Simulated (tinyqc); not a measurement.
Coupled-perturbed Hartree-Fock on RHF in the sto-3g basis, for H4, spin multiplicity 1, step by step. Computed by tinyqc, a small Python program that keeps every step (integrals from PySCF). Settings: charge = 0, multiplicity = 1, basis = sto-3g, method = RHF, energy threshold = 1e-10, iteration cap = 63, orthogonalisation = symmetric, start = Wolfsberg-Helmholz matrix, DIIS depth = 6. Command: `OMP_NUM_THREADS=1 python tinyqc.py 26471 26472 out.jsonl` (the two numbers bound the seeds that draw the settings). One thread of a shared host (Intel(R) Xeon(R) Processor @ 2.60GHz), about 0.1 s of CPU time with the checks. The early iterations of the SCF are left out here.

## One-electron integrals

Geometry (angstrom):
```
atom        x        y        z
H     0.00000  0.00000  0.00000
H     0.00000  0.00000  0.92200
H     0.00000  0.00000  2.35600
H     0.00000  0.00000  3.27800
```

Basis sto-3g: exponents (1/bohr^2) and contraction coefficients of normalised primitives:
```
element  l (shell)  exponent  coefficient
H            s (1)   3.42525      0.15433
H            s (1)   0.62391      0.53533
H            s (1)   0.16886      0.44463
```

Overlap, kinetic and nuclear-attraction integrals over the contracted functions; the nuclear repulsion is the sum of Za Zb / Rab.

nuclear repulsion = 2.1275612 hartree

overlap S, order 1H 1s, 2H 1s, 3H 1s, 4H 1s:
```
[[1.00000, 0.54355, 0.06456, 0.00998],
 [0.54355, 1.00000, 0.28198, 0.06456],
 [0.06456, 0.28198, 1.00000, 0.54355],
 [0.00998, 0.06456, 0.54355, 1.00000]]
```

kinetic energy T (hartree), order 1H 1s, 2H 1s, 3H 1s, 4H 1s:
```
[[0.76003, 0.14284, -0.01132, -0.00446],
 [0.14284, 0.76003, 0.01593, -0.01132],
 [-0.01132, 0.01593, 0.76003, 0.14284],
 [-0.00446, -0.01132, 0.14284, 0.76003]]
```

nuclear attraction V (hartree), order 1H 1s, 2H 1s, 3H 1s, 4H 1s:
```
[[-2.16263, -1.15832, -0.12306, -0.01825],
 [-1.15832, -2.36824, -0.56331, -0.12306],
 [-0.12306, -0.56331, -2.36824, -1.15832],
 [-0.01825, -0.12306, -1.15832, -2.16263]]
```

core Hamiltonian H = T + V (hartree), order 1H 1s, 2H 1s, 3H 1s, 4H 1s:
```
[[-1.40260, -1.01548, -0.13438, -0.02272],
 [-1.01548, -1.60821, -0.54738, -0.13438],
 [-0.13438, -0.54738, -1.60821, -1.01548],
 [-0.02272, -0.13438, -1.01548, -1.40260]]
```

## Two-electron integrals

Functions are numbered as in S; the eight-fold symmetry (ij|kl) = (ji|kl) = (kl|ij) leaves the list below.

Two-electron integrals (ij|kl) in chemists' order, unique and non-zero (hartree):
```
(11|11) 0.77461    (21|11) 0.34682    (21|21) 0.19297    (22|11) 0.50417
(22|21) 0.34682    (22|22) 0.77461    (31|11) 0.02756    (31|21) 0.01733
(31|22) 0.03626    (31|31) 0.00204    (32|11) 0.09203    (32|21) 0.06473
(32|22) 0.15409    (32|31) 0.00918    (32|32) 0.04581    (33|11) 0.22442
(33|21) 0.15242    (33|22) 0.35993    (33|31) 0.02756    (33|32) 0.15409
(33|33) 0.77461    (41|11) 0.00331    (41|21) 0.00219    (41|22) 0.00487
(41|31) 0.00029    (41|32) 0.00141    (41|33) 0.00487    (41|41) 4.53e-05
(42|11) 0.01696    (42|21) 0.01170    (42|22) 0.02756    (42|31) 0.00178
(42|32) 0.00918    (42|33) 0.03626    (42|41) 0.00029    (42|42) 0.00204
(43|11) 0.10263    (43|21) 0.06726    (43|22) 0.15242    (43|31) 0.01170
(43|32) 0.06473    (43|33) 0.34682    (43|41) 0.00219    (43|42) 0.01733
(43|43) 0.19297    (44|11) 0.16143    (44|21) 0.10263    (44|22) 0.22442
(44|31) 0.01696    (44|32) 0.09203    (44|33) 0.50417    (44|41) 0.00331
(44|42) 0.02756    (44|43) 0.34682    (44|44) 0.77461
```

## Orthogonalisation

S = U s U^T; symmetric (Loewdin) form X = U s^(-1/2) U^T, so that X^T S X = 1.

eigenvalues of S: [0.35610, 0.52286, 1.35195, 1.76910]

X, order 1H 1s, 2H 1s, 3H 1s, 4H 1s:
```
[[1.14639, -0.35016, 0.04220, -0.01012],
 [-0.35016, 1.18892, -0.19039, 0.04220],
 [0.04220, -0.19039, 1.18892, -0.35016],
 [-0.01012, 0.04220, -0.35016, 1.14639]]
```

## Iteration 5 (converged): orbitals

converged F (hartree), order 1H 1s, 2H 1s, 3H 1s, 4H 1s:
```
[[-0.27894, -0.51277, -0.08536, -0.00447],
 [-0.51277, -0.30835, -0.22033, -0.08536],
 [-0.08536, -0.22033, -0.30835, -0.51277],
 [-0.00447, -0.08536, -0.51277, -0.27894]]
```

Diagonalise F' = X^T F X, C = X C', fill 2 alpha and 2 beta electrons from the bottom; D = 2 C_occ C_occ^T. Each column has its largest component positive (the first on a tie).

F' = X^T F X (hartree):
```
[[0.00488, -0.52452, 0.05090, -0.00234],
 [-0.52452, 0.03338, -0.21953, 0.05090],
 [0.05090, -0.21953, 0.03338, -0.52452],
 [-0.00234, 0.05090, -0.52452, 0.00488]]
```

orbital energies (hartree): [-0.57473, -0.45832, 0.39111, 0.71845]

coefficients C, order 1H 1s, 2H 1s, 3H 1s, 4H 1s:
```
[[0.34128, 0.46126, 0.75928, -0.73005],
 [0.40774, 0.39777, -0.61619, 0.93274],
 [0.40774, -0.39777, -0.61619, -0.93274],
 [0.34128, -0.46126, 0.75928, 0.73005]]
```

D after iteration 5, order 1H 1s, 2H 1s, 3H 1s, 4H 1s:
```
[[0.65846, 0.64525, -0.08864, -0.19257],
 [0.64525, 0.64893, 0.01606, -0.08864],
 [-0.08864, 0.01606, 0.64893, 0.64525],
 [-0.19257, -0.08864, 0.64525, 0.65846]]
```

## Convergence

Stop when the energy changes by less than 1e-10 hartree and every element of the error matrix X^T (F D S - S D F) X is below 3e-06.

Course of the cycle:
```
iteration  E (hartree)     change  largest element of the error matrix
1           -2.1475280          -                             1.08e-01
2           -2.1633986  -1.59e-02                             1.61e-02
3           -2.1637055  -3.07e-04                             3.71e-03
4           -2.1637227  -1.72e-05                             6.33e-06
5           -2.1637227  -4.44e-11                             2.33e-06
```

PySCF RHF in the same basis = -2.1637227 hartree

Converged in 5 iterations.

## Integrals over molecular orbitals

(pq|rs) = sum C_ip C_jq C_kr C_ls (ij|kl), one index at a time.

one-electron integrals over orbitals h = C^T H C (hartree):
```
[[-1.68877, 0.00000, 0.11615, 0.00000],
 [0.00000, -1.56947, 0.00000, -0.10427],
 [0.11615, 0.00000, -1.12844, 0.00000],
 [0.00000, -0.10427, 0.00000, -0.91681]]
```

Two-electron integrals over orbitals (pq|rs), unique and non-zero (hartree):
```
(11|11) 0.44542    (21|21) 0.19879    (22|11) 0.43371    (22|22) 0.44252
(31|11) -0.04569   (31|22) -0.00137   (31|31) 0.10593    (32|21) 0.06771
(32|32) 0.10320    (33|11) 0.43193    (33|22) 0.43241    (33|31) -0.01069
(33|33) 0.44959    (41|21) 0.02102    (41|32) -0.07631   (41|41) 0.08951
(42|11) 0.05491    (42|22) 0.01548    (42|31) -0.10320   (42|33) 0.01285
(42|42) 0.10832    (43|21) -0.19192   (43|32) -0.06941   (43|41) -0.01857
(43|43) 0.20446    (44|11) 0.46380    (44|22) 0.45274    (44|31) -0.05016
(44|33) 0.46428    (44|42) 0.06042    (44|44) 0.50690
```

## Response to a field: uncoupled start

dipole integrals <a|z|i> (bohr), order a3, a4:
```
[[0.00000, -1.48238],
 [0.53206, 0.00000]]
```

Field along z; U_ai = -mu_ai / (e_a - e_i), alpha = -4 sum U_ai mu_ai.

uncoupled U, order a3, a4:
```
[[0.00000, 1.74515],
 [-0.41144, 0.00000]]
```

uncoupled polarisability = 11.22351 bohr^3

## Coupled step 1

U_ai = -(mu_ai + sum_bj [4 (ai|bj) - (ab|ij) - (aj|bi)] U_bj) / (e_a - e_i); alpha = -4 sum U_ai mu_ai.

U after step 1, order a3, a4:
```
[[0.00000, 1.99258],
 [-0.45993, 0.00000]]
```

polarisability = 12.79391 bohr^3

## Coupled step 2

As before.

U after step 2, order a3, a4:
```
[[0.00000, 2.02778],
 [-0.46532, 0.00000]]
```

polarisability = 13.01410 bohr^3

## Coupled polarisability

Repeat until U stops changing; compare with -d2E/dF2.

Course of the coupled iterations:
```
step  alpha (bohr^3)
0           11.22351
1           12.79391
2           13.01410
3           13.04505
4           13.04941
5           13.05002
6           13.05011
7           13.05012
8           13.05013
9           13.05013
10          13.05013
```

coupled polarisability = 13.05013 bohr^3

finite-field check, fields of +/-0.001 au = 13.05022 bohr^3
